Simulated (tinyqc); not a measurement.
Frequency dispersion of an accumulation capacitance by border traps, distributed model: one step of the calculation.

Traps spread evenly through the insulator exchange electrons with the semiconductor by tunnelling, with tau(x) = t0 exp(2 ka x) at depth x from the interface. The admittance per area Y seen at depth x obeys dY/dx = -Y^2/(i w eps0 eox) + q Nb ln(1 + i w tau)/tau, with Y(0) = i w Cs and w = 2 pi f; the gate sees Y(tox) = G + i w C. Working variable y = Y/(i w), in uF/cm^2. Cox = eps0 eox/tox.

Problem. Scales and lumped estimate. Cox; trap-free value 1/(1/Cox + 1/Cs); response depth d = ln(1/(w t0))/(2 ka), where w tau = 1; lumped estimate: all traps within d act as C_bt = q Nb d placed at d/2, so C = 1/{1/[1/(1/Cs + d/(2 eps0 eox)) + C_bt] + (tox - d/2)/(eps0 eox)}.

Inputs (values chosen for the exercise); permittivity close to that of aluminium oxide:
- eox = 8.08 (relative permittivity of the insulator)
- tox = 4.4 nm (insulator thickness)
- Cs = 3.6 uF/cm^2 (semiconductor capacitance in accumulation)
- Nb = 1.3e19 cm^-3 eV^-1 (density of border traps)
- ka = 5.6 1/nm (decay constant of the wave function in the insulator)
- t0 = 2e-11 s (time constant of a trap at the interface)
- f = 100 Hz (frequency)

Constants: q = 1.602176634e-19 C, eps0 = 8.8541878128e-14 F/cm where lengths are in cm. Results are converted to the units shown.

Wanted: Cox; trap-free C; d; C_bt; lumped C.

Solution.

Cox = 1.626 uF/cm^2
trap-free C = 1.120 uF/cm^2
d = 1.624 nm
C_bt = 0.3383 uF/cm^2
lumped C = 1.181 uF/cm^2

The traps within reach amount to 0.0940 Cs and lie in the first 36.9 % of the insulator.

Program tinyqc, `OMP_NUM_THREADS=1 python tinyqc.py 2202167 2202168 out.jsonl`; Intel Xeon 2.30GHz, shared host, one thread, about 0.4 s.
